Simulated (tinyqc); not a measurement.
Phonon and roughness prefactors from two fields.

Question. At 300 K and high field 1/mu = E^(1/3)/Ap + E^gs/As, E in MV/cm. Find Ap and As.

Inputs (values chosen for the exercise):
```
symbol,value,unit,meaning
gs,2,,exponent of the roughness term
```

mu at E = 0.43 and 1.16 MV/cm (cm^2/(V s)): 545.05538  275.37282

Solution. Two linear equations in 1/Ap and 1/As.

Ap = 457.0 cm^2/(V s)
As = 1010 cm^2/(V s)

Computed by the program tinyqc: `OMP_NUM_THREADS=1 python tinyqc.py 2510110 2510111 out.jsonl`, one thread of a shared Intel Xeon 2.30GHz, about 0.01 s for the whole run.
